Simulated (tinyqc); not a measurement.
Potential-pH (Pourbaix) lines of a metal, its cation, its oxide and an oxyanion, with a complexing ligand: one step, computed by the program tinyqc. Command: `OMP_NUM_THREADS=1 python tinyqc.py 3030439 3030440 out.jsonl pourb walk`. One thread of a shared host (Intel(R) Xeon(R) Processor @ 2.30GHz), about 0.02 s of CPU time with the checks.

Potentials are against the standard hydrogen electrode; solids and water have unit activity; dG_f of M, H+ and the electron is zero; F = e N_A and s = R T ln(10)/F. The cation carries z = 2.

Task: Standard potentials. M2+ + 2e = M; MO + 2H+ + 2e = M + H2O; MO2(2-) + 4H+ + 2e = M + 2H2O. For each, E0 = -dG/(z F), and E = E0 + (s/z) log10 a - (s n_H/z) pH, with no activity term for the oxide.

Inputs (values chosen for the exercise, modelled on copper):

| quantity | value | unit |
|---|---|---|
| dG_f of the cation | 66.25 | kJ/mol |
| dG_f of the oxide | -128.78 | kJ/mol |
| dG_f of the oxyanion | -197.2 | kJ/mol |
| dG_f of water | -237.14 | kJ/mol |
| temperature T | 298.15 | K |

Species: M, M2+, MO, MO2(2-).

Constants: R = 8.314462618 J/(mol K); e = 1.602176634e-19 C; N_A = 6.02214076e+23 1/mol.

Give: s; E0.

Result:

s = 0.05916 V

E0 (V): cation 0.343, oxide 0.562, oxyanion 1.436

The metal is nobler than hydrogen: acids free of oxidants and complexing ligands do not dissolve it.
